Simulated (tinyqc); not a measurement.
# Inputs raised by 10 %, one at a time

Model: precursor delivery and alloy composition in metal-organic vapour-phase epitaxy. Computed by tinyqc, a small Python program. Command: `OMP_NUM_THREADS=1 python tinyqc.py 3013770 3013771 out.jsonl movpe sens`. One thread of a shared host (Intel(R) Xeon(R) Processor @ 2.30GHz), about 0.01 s of CPU time with the checks.

Carrier gas leaves each bubbler saturated. Group-III species cross a boundary layer and react at the surface; element 2 can also desorb. The film is (1)_(1-x) (2)_x V with a zinc-blende cell.

Inputs (values chosen for the exercise, close to those used for InGaAs from TMGa and TMIn): source 1: a in log10(p/torr) = a - b/T = 8.07; source 1: b = 1703 K; source 1: bath temperature = -9 C; source 1: carrier flow = 29 sccm; source 2: a = 10.52; source 2: b = 3014 K; source 2: bath temperature = 22 C; source 2: carrier flow = 120 sccm; bubbler pressure p_b = 1000 torr; group-V hydride flow = 140 sccm; total flow = 22 slm; reactor pressure p = 75 torr; diffusivity D0 at 273.15 K and 760 torr = 0.4 cm^2/s; boundary layer delta = 1.4 cm; prefactor of the surface rate k_s = 7.4e+13 cm/s; energy of k_s = 1.86 eV; prefactor of the loss of element 2 = 3.6e+16 layers/s; energy of the loss = 3.17 eV; lattice constant a = 5.75 angstrom; growth temperature T = 690 C.

Constants: k_B = 1.380649e-23 J/K; k_B = 8.617333262e-05 eV/K.

Method:
- Temperatures in kelvin are T(C) + 273.15.
- Vapour pressure p_v = 10^(a - b/T); precursor flow = carrier flow x p_v/(p_b - p_v); 1 sccm = 44.615 micromol/min; V/III = hydride flow over the sum of both; gas share x_g = F2/(F1 + F2).
- Partial pressure p_i = p F_i/(44615 x total flow in slm); density n_i = p_i/(k_B T), 1 torr = 133.322 Pa; D = D0 (T/273.15)^1.75 (760/p), h = D/delta, the same for both; k_s = prefactor x exp(-energy/(k_B T)); arrival J_i = n_i/(1/h + 1/k_s); in layers per second g_i = J_i a^2/2 (two group-III sites per a^2 on (001)).
- Loss of element 2 is r x with r = prefactor x exp(-energy/(k_B T)). Then x = (g2 - r x)/(g1 + g2 - r x), or r x^2 - (g1 + g2 + r) x + g2 = 0, smaller root; growth rate G = g1/(1 - x) layers/s; one layer is a/2 thick, 1 angstrom/s = 0.36 um/h.
- Distribution coefficient = [x/(1 - x)]/[x_g/(1 - x_g)], x_g = g2/(g1 + g2).

Runs:
```
input moved                                       from        to  solid share x  growth rate G (um/h)  distribution coefficient  V/III ratio
base run                                             -         -        0.11818                2.2088                   0.69626        92.42
bubbler pressure p_b (torr)                       1000      1100        0.11524                1.9934                   0.67413       102.00
total flow (slm)                                    22      24.2        0.11498                2.0008                   0.67494        92.42
reactor pressure p (torr)                           75      82.5        0.11818                2.2092                   0.69630        92.42
boundary layer delta (cm)                          1.4      1.54        0.11498                2.0011                   0.67498        92.42
prefactor of the loss of element 2 (layers/s)  3.6e+16  3.96e+16        0.11498                2.2009                   0.67494        92.42
prefactor of the surface rate k_s (cm/s)       7.4e+13  8.14e+13        0.11818                2.2092                   0.69630        92.42
```

Exponents ln(y'/y) / ln(x'/x):
```
input                               solid share x  growth rate G  distribution coefficient  V/III ratio
bubbler pressure p_b                       -0.264         -1.077                    -0.339        1.035
total flow                                 -0.288         -1.038                    -0.326        0.000
reactor pressure p                          0.001          0.002                     0.001        0.000
boundary layer delta                       -0.288         -1.036                    -0.326        0.000
prefactor of the loss of element 2         -0.288         -0.038                    -0.326        0.000
prefactor of the surface rate k_s           0.001          0.002                     0.001        0.000
```

To which inputs is each result most sensitive?

Among the inputs moved here: solid share x answers most in size to total flow (exponent -0.288), and about equally to boundary layer delta (-0.288), prefactor of the loss of element 2 (-0.288). Growth rate G answers most in size to bubbler pressure p_b (exponent -1.077), next to total flow (-1.038). Its exponent -1.038 in total flow: more carrier dilutes the precursors at fixed delta. Its exponent +0.002 in reactor pressure p: transport control at fixed delta: n grows as p and D falls as 1/p. Distribution coefficient answers most in size to bubbler pressure p_b (exponent -0.339), next to total flow (-0.326). V/III ratio answers most in size to bubbler pressure p_b (exponent +1.035); its exponent is below 0.0005 for total flow, reactor pressure p, boundary layer delta, prefactor of the loss of element 2, prefactor of the surface rate k_s.

Caution (all rows): the lattice constant is held fixed as x changes, delta does not respond to the flow, both precursors share one D and k_s, and gas-phase side reactions are left out.
